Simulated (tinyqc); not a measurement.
Weaire-Thorpe hybrids on a Bethe lattice: gap and dangling bond of an amorphous tetrahedral solid: sweeps and comparisons. A value that a table varies takes the place of the one given here.

Four sp3 hybrids an atom at energy 0, coupled by -V1 on the atom and by -V2 along a bond; the bonds form a tree (no rings). For any network the gap runs at least from -V2 + V1 to V2 - 3 V1, and p-like states pile up at -V2 + V1 and V2 + V1. On the tree the gap is wider: it ends at Ec = -V1 + sqrt(V2^2 + 4 V1^2 - 2 sqrt3 V1 V2), which makes it well wider than the gaps of the real glasses. A branch seen from a hybrid has the self-energy S = V2^2 g, where g is the Green function of the hybrid across the bond, whose three partners carry S themselves. With a = z - V1, b = a - S: g = 1/(a + V1 b/(b + 3 V1)), z = E + i eta. A full atom has G = (1/b)(b + 3 V1)/(b + 4 V1) per hybrid; a dangling hybrid with shift dh has G = 1/(1/g - dh).

Parameters, chosen for this exercise (of the size of tabulated hybrid energies for amorphous silicon; not measured data):
```
symbol  value  unit  meaning
V1      1.78   eV    coupling of two hybrids on one atom
V2      4.58   eV    coupling of the two hybrids of a bond
eta     0.05   eV    broadening
dh      -1.26  eV    shift of the dangling hybrid (rehybridisation)
VH      5.23   eV    coupling to a hydrogen atom
eH      -4.04  eV    hydrogen level
E1s     -4     eV    first energy
dE      0.48   eV    step
```

## Bulk, dangling and hydrogenated hybrids across the gap

edges (eV): Ev -2.80000, Ec(bound) -0.76000, Ec(tree) 0.54578

Thirteen energies E1s + j dE. With hydrogen the hybrid gains the self-energy VH^2/(z - eH) and dh = 0.

Density per hybrid (1/eV):
```
E (eV)    bulk  dangling  with hydrogen
-4.00   0.0052    0.0031         0.0006
-3.52   0.0084    0.0020         0.0005
-3.04   0.0667    0.0024         0.0004
-2.56   0.0666    0.0036         0.0004
-2.08   0.0080    0.0063         0.0005
-1.60   0.0032    0.0153         0.0005
-1.12   0.0019    0.0837         0.0006
-0.64   0.0014    0.5278         0.0008
-0.16   0.0013    0.0283         0.0010
0.32    0.0020    0.0106         0.0020
0.80    0.0199    0.0331         0.0190
1.28    0.0294    0.0414         0.0362
1.76    0.0341    0.0423         0.0525
```

Between Ev = -2.80 and Ec = 0.55 eV the bulk density is a broadening tail (least 0.0013). The dangling hybrid reaches 0.528 at -0.64 eV among these rows; its level lies at -0.771 eV, and the peak there, of width eta, is far higher unless a row falls on it. With hydrogen the largest value on the rows inside the gap, more than 0.05 eV from an edge, is 0.0020, and 1/g = VH^2/(E - eH) has no root in the gap: the state has gone into a bonding level below and an antibonding one above.

## Level against rehybridisation

Root of 1/g(E) = dh for eta = 0 in the gap of the tree, between Ev = -V2 + V1 and Ec; a dash: none. A flatter atom makes the hybrid more p-like (dh > 0, up to V1), a more pyramidal one more s-like (dh < 0).

Level:
```
dh (eV)   E (eV)  above Ev (eV)  weight
-3.0     -1.9012         0.8988   0.625
-2.5     -1.5832         1.2168   0.646
-2.0     -1.2569         1.5431   0.657
-1.5     -0.9280         1.8720   0.656
-1.0     -0.6029         2.1971   0.641
-0.5     -0.2898         2.5102   0.607
0.0       0.0000         2.8000   0.547
0.5       0.2508         3.0508   0.449
1.0       0.4401         3.2401   0.298
```

A level exists for 9 of the 9 rows, from dh = -3 (0.899 eV above Ev) to 1 (3.240 eV); the gap of the tree is 3.346 eV. Its slope dE/d(dh) is the weight, largest at dh = -2 (0.66). A level that rises as the atom flattens is why an emptied dangling bond relaxes flat and a doubly filled one pyramidal.

## Stretching the bonds

V2 is scaled as (d0/d)^2 and V1 stays. Bound 2 V2 - 4 V1; tree V2 - 2 V1 + sqrt(V2^2 + 4 V1^2 - 2 sqrt3 V1 V2); a negative bound means that a network with rings may have no gap.

Against d/d0:
```
d/d0  V2 (eV)  V2/V1  bound (eV)  tree (eV)
0.96    4.970  2.792       2.819      4.003
0.98    4.769  2.679       2.418      3.660
1.00    4.580  2.573       2.040      3.346
1.02    4.402  2.473       1.684      3.058
1.04    4.234  2.379       1.349      2.794
1.07    4.000  2.247       0.881      2.443
1.10    3.785  2.126       0.450      2.139
1.15    3.463  1.946      -0.194      1.723
```

The bound falls by 183 meV for each per cent of stretch near d0 and vanishes at d/d0 = 1.134, inside the table. Weak, stretched bonds therefore put states closest to the edges, one origin of band tails.

## What each parameter does

Ev = -V2 + V1, conduction edge of the tree -V1 + sqrt(V2^2 + 4 V1^2 - 2 sqrt3 V1 V2), and the level that solves 1/g(E) = dh for eta = 0. Each row changes one parameter from the base and keeps the others.

Results:
```
case           Ev (eV)  Ec (eV)  level (eV)  weight
base           -2.8000   0.5458     -0.7710   0.651
V1 = 1.7 eV    -2.8800   0.6590     -0.8093   0.675
V2 = 4.73 eV   -2.9500   0.6450     -0.7968   0.667
dh = -1.36 eV  -2.8000   0.5458     -0.8362   0.654
```

The largest shifts from the base row, up to three for each result and ties (the steps differ in size, so this ranks the rows, not the parameters). Ev (eV): V2 -0.1500, V1 -0.0800; unchanged at the printed digits by dh. Ec (eV): V1 +0.1132, V2 +0.0993; unchanged at the printed digits by dh. level (eV): dh -0.0653, V1 -0.0384, V2 -0.0258. weight: V1 +0.024, V2 +0.016, dh +0.003.

Run: tinyqc, `OMP_NUM_THREADS=1 python tinyqc.py 1450289 1450290 out.jsonl`; Intel(R) Xeon(R) Processor @ 2.30GHz, one thread, shared host; about 0.04 s of CPU time with all checks.
